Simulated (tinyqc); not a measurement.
Worked calculation: coherent transport through a tight-binding region between two chains. One step of it, computed by the program tinyqc.

Task: Transmission at E = -0.79 eV. Surface Green function g = (E - i sqrt(4 t^2 - E^2)) / (2 t^2); self-energy tc^2 g on each contact site; G = (E - H - Sigma)^(-1); Gamma = -2 Im Sigma; T = Gamma_L Gamma_R |G_LR|^2; local density of states -Im G_ii / pi.

H of the central region (eV):
```
           1          2          3          4          5          6
1  -0.410000  -1.750000   0.000000   0.000000   0.000000  -1.750000
2  -1.750000  -0.700000  -1.750000   0.000000   0.000000   0.000000
3   0.000000  -1.750000   0.230000  -1.750000   0.000000   0.000000
4   0.000000   0.000000  -1.750000   0.050000  -1.750000   0.000000
5   0.000000   0.000000   0.000000  -1.750000  -0.970000  -1.750000
6  -1.750000   0.000000   0.000000   0.000000  -1.750000   0.890000
```

Leads: semi-infinite chains with site energy 0:
```
parameter                           value
lead hopping t (eV)              2.100000
coupling to the left lead (eV)   1.360000
coupling to the right lead (eV)  0.870000
left contact site                       1
right contact site                      4
```

E = -0.790000 eV

Give: g; G; local density of states; transmission.

Result:

g = -0.090-0.468i 1/eV

G (1/eV):
```
               1              2              3              4
1   0.233-0.101i   0.215-0.034i  -0.222+0.099i  -0.344+0.092i
2   0.215-0.034i   0.095-0.047i   0.361+0.032i   0.116+0.066i
3  -0.222+0.099i   0.361+0.032i   0.241-0.097i   0.350-0.089i
4  -0.344+0.092i   0.116+0.066i   0.350-0.089i   0.088-0.118i
5   0.089+0.011i  -0.297-0.026i  -0.104-0.013i   0.236+0.019i
6   0.335-0.093i  -0.085-0.063i  -0.340+0.090i  -0.113+0.116i

               5              6
1   0.089+0.011i   0.335-0.093i
2  -0.297-0.026i  -0.085-0.063i
3  -0.104-0.013i  -0.340+0.090i
4   0.236+0.019i  -0.113+0.116i
5   0.212-0.027i   0.313-0.016i
6   0.313-0.016i   0.080-0.114i
```

local density of states (1/eV): 0.032  0.015  0.031  0.037  0.009  0.036

transmission = 0.156
